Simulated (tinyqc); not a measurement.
# From one set of inputs to another, one input at a time

Model: scattering rates of a carrier in a spherical band by Fermi's golden rule. Computed by tinyqc, a small Python program. Command: `OMP_NUM_THREADS=1 python tinyqc.py 3006888 3006889 out.jsonl scatter ladder`. One thread of a shared host (Intel(R) Xeon(R) Processor @ 2.30GHz), about 0.01 s of CPU time with the checks.

All processes here are isotropic or elastic, and the rate listed is the momentum relaxation rate.

The inputs printed are set A. Inputs not listed in the table keep their values of set A, so the rows need not describe a real material.

Inputs (values chosen for the exercise, for a model non-polar semiconductor): density-of-states mass of one valley m = 0.0922 m_0; non-parabolicity alpha = 0.53 1/eV; static permittivity eps_s = 10.4; density rho = 6370 kg/m^3; sound velocity v_l = 11100 m/s; acoustic deformation potential D_A = 8.4 eV; phonon energy hbar w = 59.9 meV; optical or intervalley deformation potential D_o = 7.1 1e8 eV/cm; final valleys Z_f = 3; ionised impurity density N_I = 3.8e+17 1/cm^3; temperature T = 200 K; carrier energy E = 20 meV; neutral impurity density N_n = 2.4e+16 1/cm^3.

Crystal: non-polar. Band: Kane. Impurity formula: Conwell-Weisskopf. Further scattering: neutral impurities.

Constants: k_B = 1.380649e-23 J/K; e = 1.602176634e-19 C; hbar = 1.054571817e-34 J s; m_0 = 9.1093837015e-31 kg; eps_0 = 8.8541878128e-12 F/m; hbar = 6.582119569e-16 eV s; k_B = 8.617333262e-05 eV/K.

Method:
- Kane band: hbar^2 k^2/(2 m) = E (1 + alpha E), speed v = hbar k/(m (1 + 2 alpha E)), states per spin, volume and energy g(E) = m k (1 + 2 alpha E)/(2 pi^2 hbar^2); overlap factors are set to 1. Masses are multiplied by m_0 and all formulas are in SI units.
- Acoustic deformation potential (elastic, equipartition, absorption and emission together): 1/tau = 2 pi k_B T D_A^2 g(E)/(hbar rho v_l^2).
- Singly charged impurities, momentum relaxation: 1/tau = N_I e^4 m (1 + 2 alpha E) Phi/(8 pi (eps_s eps_0)^2 hbar^3 k^3), with alpha = 0 for a parabolic band.
- Conwell-Weisskopf: Phi = ln(1 + y^2), y = 4 pi eps_s eps_0 E N_I^(-1/3)/e^2 (largest impact parameter N_I^(-1/3)/2).
- Phonon occupation N_q = 1/(exp(hbar w/(k_B T)) - 1).
- Optical or intervalley deformation potential: 1/tau = (pi Z_f D_o^2/(rho w)) [N_q g(E + hbar w) + (N_q + 1) g(E - hbar w)], with g = 0 below the band edge.
- Neutral impurities (Erginsoy): 1/tau = 20 N_n a_B hbar/m, a_B = 4 pi eps_s eps_0 hbar^2/(m e^2).
- Rates add: 1/tau_m is the sum, and the mean free path is v tau_m.

Each row keeps all changes above it:
```
input moved                                                      from       to  acoustic rate (1/s)  ionised-impurity rate (1/s)  mean free path (nm)
set A                                                               -        -            3.281e+10                    1.275e+13                 16.6
temperature T (K)                                                 200      100            1.640e+10                    1.275e+13                 16.6
sound velocity v_l (m/s)                                        11100     5380            6.983e+10                    1.275e+13                 16.6
static permittivity eps_s                                        10.4       16            6.983e+10                    7.863e+12                 20.2
optical or intervalley deformation potential D_o (1e8 eV/cm)      7.1      7.2            6.983e+10                    7.863e+12                 20.2
phonon energy hbar w (meV)                                       59.9     35.9            6.983e+10                    7.863e+12                 20.2
ionised impurity density N_I (1/cm^3)                         3.8e+17  1.6e+16            6.983e+10                    6.170e+11                 43.6
density-of-states mass of one valley m (m_0)                   0.0922    0.299            4.078e+11                    3.426e+11                113.8
```

Where does the difference come from?

Acoustic rate goes from 3.28e10 to 4.08e11, a factor 12.4 in all. The largest single move comes from density-of-states mass of one valley m (a factor 5.84), and temperature T works against it (a factor 0.500). Ionised-impurity rate goes from 1.27e13 to 3.43e11, a factor 0.0269 in all. The largest single move comes from ionised impurity density N_I (a factor 0.0785). Mean free path goes from 16.6 to 114, a factor 6.86 in all. The largest single move comes from density-of-states mass of one valley m (a factor 2.61). The single moves hold for this order of the switches; the total does not depend on the order.

Caution (rows set A, temperature T, sound velocity v_l): hbar/tau is more than half the carrier energy, so the golden rule and a sharp energy lose their meaning. Caution (all rows): Erginsoy's formula holds for k a_B below about 0.5 and for dopants that stay neutral, which means low temperature; elsewhere it is only a rough constant rate.

Extremes, crossings and ranges named in words are read from the listed rows.
